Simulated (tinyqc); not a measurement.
Do the excited 1s states matter for ionisation? Model: valley-orbit splitting of a donor ground state, with strain. Computed by tinyqc, a small Python program. Command: `OMP_NUM_THREADS=1 python tinyqc.py 3031597 3031598 out.jsonl valleyorbit walk`. One thread of a shared host (Intel(R) Xeon(R) Processor @ 2.30GHz), about 0.01 s of CPU time with the checks.

The basis is the 1s envelope in each valley; energies are counted from the unstrained conduction-band edge. The strain is e_s (a a^T - 1/3) for the unit stress axis a, so valley j along n_j moves by Xi_u e_s w_j with w_j = (n_j.a)^2 - 1/3: +2/3 for [111], -2/9 for the others.

Inputs (values chosen for the exercise, modelled on donors in germanium):

| quantity | value | unit |
|---|---|---|
| single-valley binding energy E_0 | 10.2 | meV |
| central-cell shift Lambda | 0.48 | meV |
| coupling Delta_1 | 0.082 | meV |
| shear deformation potential Xi_u | 16.5 | eV |
| donor density N_D | 3.2e+15 | cm^-3 |
| density-of-states mass of one valley m_e | 0.219 | m_0 |

Valleys: four along <111>. Stress axis: [111].

Constants: k_B = 8.617333262e-05 eV/K; m_0 = 9.1093837015e-31 kg; k_B = 1.380649e-23 J/K; h = 6.62607015e-34 J s.

Method:
- By symmetry: E(A1) = E_0 + Lambda + 3 Delta_1 (one state), E(T2) = E_0 + Lambda - Delta_1 (three), as binding energies.
- H_jj = -(E_0 + Lambda) + Xi_u e_s w_j; H_jk = -Delta_1 between any two valleys.
- z = sum over levels of exp(-(E - E_ground)/k_B T), the ground-state share being 1/z; N_c = 2 (2 pi m_e k_B T/h^2)^(3/2) sum_j exp(-(shift_j - lowest shift)/k_B T); n1 = N_c/(2 z) exp(-binding/k_B T), binding = lowest shift - E_ground; without compensation n = 2 N_D/(1 + sqrt(1 + 4 N_D/n1)) (Boltzmann statistics; p and higher states left out).
- No strain here. The last two columns set z = 1, with the A1 depth, or use one level at E_0 with z equal to the number of valleys.

E(A1) = 10.926 meV

Ionised share:

| T (K) | z | all 1s states | ground state alone | no splitting |
|---|---|---|---|---|
| 6.3 | 2.6396 | 5.8041e-05 | 9.4296e-05 | 9.2014e-05 |
| 11.0 | 3.1225 | 5.9536e-03 | 1.0496e-02 | 7.7078e-03 |
| 16.0 | 3.3649 | 4.5086e-02 | 8.1127e-02 | 5.3567e-02 |
| 23.0 | 3.5424 | 1.7868e-01 | 3.0856e-01 | 1.9938e-01 |
| 32.0 | 3.6636 | 4.1308e-01 | 6.2879e-01 | 4.4035e-01 |
| 51.0 | 3.7843 | 7.6428e-01 | 9.1142e-01 | 7.8000e-01 |
| 85.0 | 3.8686 | 9.3764e-01 | 9.8231e-01 | 9.4117e-01 |

z grows from 2.640 to 3.87 of at most 4. Leaving out the excited states overstates the ionised share by up to 79.9 % (at 16.0 K); ignoring the splitting misses by a factor 1.59 at the lowest T and 1.00 at the highest.

Extremes, crossings and ranges named in words are read from the listed rows.
